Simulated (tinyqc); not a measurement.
What moves the results: zigzag graphene nanoribbon in tight binding. A value that a table varies takes the place of the one given here.

A zigzag ribbon of N chains, sites A1, B1, A2, ..., BN across it. For each k it is a chain with bonds -2t cos(k/2) (A_n to B_n) and -t (B_n to A_(n+1)), and +D, -D on A and B. A1 and BN are the edge sites; the Dirac points project to k = 2 pi/3.

Parameters, chosen for this exercise (near those used for graphene; shifted at random, so the results belong to these values and not to a real crystal):
```
symbol  value  unit  meaning
t       2.57   eV    hopping
D       0      eV    sublattice potential, +D on A and -D on B
Nw      6            chains, N of this table
k       2.3          k times the period sqrt3 acc
N       4            zigzag chains
```

## The flat edge band

A ribbon of N = Nw chains: lowest positive level, next level, and weight on the two edge sites per state of the middle pair, along k.

Along k:
```
k/pi  2 cos(k/2)  lowest level (eV)  next (eV)  edge weight
0.50      1.4142            1.52309     2.5700        0.177
0.60      1.1756            0.98165     2.1053        0.232
0.65      1.0450            0.70804     1.8884        0.281
0.70      0.9080            0.45122     1.7072        0.358
0.75      0.7654            0.23558     1.5942        0.475
0.80      0.6180            0.08946     1.5883        0.629
0.85      0.4669            0.02083     1.7093        0.783
0.90      0.3129            0.00217     1.9368        0.902
0.95      0.1569            0.00004     2.2335        0.975
1.00      0.0000            0.00000     2.5700        1.000
```

Beyond k = 2 pi/3 the lowest level sinks towards zero: it is within 1 meV of that from k/pi = 0.95 on. The edge weight grows from 0.36 at 0.70 to 1 at pi, where the chain breaks into dimers and the next level is sqrt(t^2 + D^2) = 2.5700 eV. So flat a band is sensitive to interactions, which this model leaves out; they matter once they exceed the splitting of the middle pair (2D, or for D = 0 only the small overlap of the two edges).

## Lowest level against width

D = 0; lowest positive level at the given k, and the estimate t x^N (1 - x^2), x = 2 cos(k/2) (a dash if x >= 1).

Level (eV):
```
N    matrix  estimate
2     1.177    0.5704
3    0.7690    0.4660
4    0.5434    0.3807
5    0.4019    0.3111
6    0.3061    0.2541
8    0.1873    0.1696
10   0.1193    0.1132
14  0.05116   0.05043
```

With x = 0.8170 < 1 the level falls exponentially: from N = 10 to 14 by a factor 0.429, against x^4 = 0.445.

## What each parameter does

The two lowest positive levels at k and the weight on the two edge sites per state of the middle pair. Each row changes one parameter from the base and keeps the others.

Results:
```
case          lowest (eV)  next (eV)  edge weight
base               0.5434     2.2904       0.5229
t = 2.699 eV       0.5707     2.4054       0.5229
N = 5              0.4019     1.9006       0.4664
D = 0.1 eV         0.5525     2.2926       0.5229
k = 2.2            0.7088     2.4190       0.4732
```

The largest shifts from the base row, up to three for each result and ties (the steps differ in size, so this ranks the rows, not the parameters). lowest (eV): k +0.1655, N -0.1415, t +0.0273. next (eV): N -0.3898, k +0.1286, t +0.1150. edge weight: N -0.0565, k -0.0497; unchanged at the printed digits by t and D.

Computed by tinyqc, a small Python program: `OMP_NUM_THREADS=1 python tinyqc.py 1481881 1481882 out.jsonl` (the numbers bound the seed that draws the inputs); one thread of a shared host (Intel(R) Xeon(R) Processor @ 2.30GHz), about 0.01 s for the whole set of steps.
